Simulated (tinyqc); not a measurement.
Floating body of a partially depleted SOI transistor: body voltage and kink: one step of the calculation.

Source at 0 V. Channel current Ic = 2 nf K Vt^2 [F(0) - F(Vd)](1 + la Vd), F(V) = ln^2(1 + exp((Vg - VT - nf V)/(2 nf Vt))), VT = VT0 - gb Vb. Saturation voltage Vs = 2 Vt sqrt(F(0)) + 3 Vt, excess Ve = (Vd - Vs + sqrt((Vd - Vs)^2 + 0.0004 V^2))/2, multiplication M1 = Ai Ve exp(-Bl/Ve). Each junction passes D(v) = J1 (exp(v/Vt) - 1) + J2 (exp(v/(2 Vt)) - 1). Bipolar current Ib = bb J1 (exp(Vb/Vt) - 1). The body settles where M1 (Ic + Ib) = D(Vb) + D(Vb - Vd) + Vb/Rb; drain current Id = (1 + M1)(Ic + Ib) - D(Vb - Vd).

Task. Drain current with floating and with grounded body. Id and VT at the converged Vb, Id at Vb = 0, their ratio, and the bipolar share Ib/(Ic + Ib).

Values chosen for this exercise; values of the order met in partially depleted silicon-on-insulator transistors: temperature T = 358 K; threshold at zero body voltage VT0 = 0.36 V; fall of the threshold per volt of body voltage gb = 0.32; slope factor nf = 1.16; gain factor per width K = 200 uA/(V^2 um); channel-length modulation factor la = 0.07 1/V; impact-ionisation prefactor Ai = 2.48 1/V; impact-ionisation voltage Bl = 4.9 V; diffusion saturation current of each junction J1 = 6.3e-10 uA/um; recombination saturation current of each junction J2 = 2e-7 uA/um; gain of the lateral bipolar transistor on the diffusion current bb = 0.5; resistance of a weak body tie to the source (1e9 stands for no tie, and the term is then dropped) Rb = 1e9 kohm um; gate voltage Vg = 0.39 V; drain voltage Vd = 1.9 V.

Constants: q = 1.602176634e-19 C, kB = 1.380649e-23 J/K, Vt = kB T/q. Results are converted to the units shown.

converged Vb = 0.65826427 V

Find: VT; Id, floating; Id, grounded; ratio; bipolar share.

Result.

VT = 0.1494 V
Id, floating = 7.527 uA/um
Id, grounded = 0.5406 uA/um
ratio = 13.92
bipolar share = 9.164 %

The body rises to 0.658 V and lowers the threshold by 211 mV.

Range of the model: The multiplication law is an empirical form chosen for the exercise; self-heating and capacitive coupling to the body are left out, and the linear laws are rough once Vb passes about 0.7 V or M1 about 0.1.

tinyqc, about 0.2 s, one thread, Intel Xeon 2.30GHz (shared host): `OMP_NUM_THREADS=1 python tinyqc.py 2182259 2182260 out.jsonl`
